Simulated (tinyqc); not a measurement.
Hot electrons in a saturated n-channel MOSFET, lucky-electron model: one step of the calculation.

Beyond pinch-off the lateral field grows as Esat cosh(y/l) over the velocity-saturated region (pseudo-two-dimensional model). Impact ionisation in this region gives the substrate current, which biases the body forward through Rsub. Currents are per width. Local-field laws: they overstate ionisation when the field peak is narrower than an energy relaxation length.

Problem. Gate current, lifetime and channel shortening. Ig = Cg Id exp(-pb/(lm Em)); lifetime tau = (Hl/Id)(Isub/Id)^(-m); length of the saturated region dL = l ln[(dV/l + Em)/Esat]. 1 year = 3.15576e7 s.

Parameters, values chosen for the exercise; values close to those of silicon n-channel devices:
```
symbol   value     unit                        meaning
lm         7.4       nm    hot-electron mean free path
pb         3.2        V                  oxide barrier
Cg      0.0032           prefactor of the gate current
m          2.9                       lifetime exponent
Hl         810  s uA/um              lifetime constant
```

Id = 76.641131 uA/um
dV = 2.3954228 V
Em = 0.30101796 MV/cm
Isub = 0.48304819 uA/um
l = 80.498447 nm
Esat = 0.045405405 MV/cm

Find: Isub/Id; Ig; tau; dL.

Solution.

Isub/Id = 0.0063027
Ig = 0.14148 pA/um
tau = 0.80591 years
dL = 207.60 nm

The lifetime misses ten years.

tinyqc, about 0.01 s, one thread, Intel Xeon 2.30GHz (shared host): `OMP_NUM_THREADS=1 python tinyqc.py 2550142 2550143 out.jsonl`
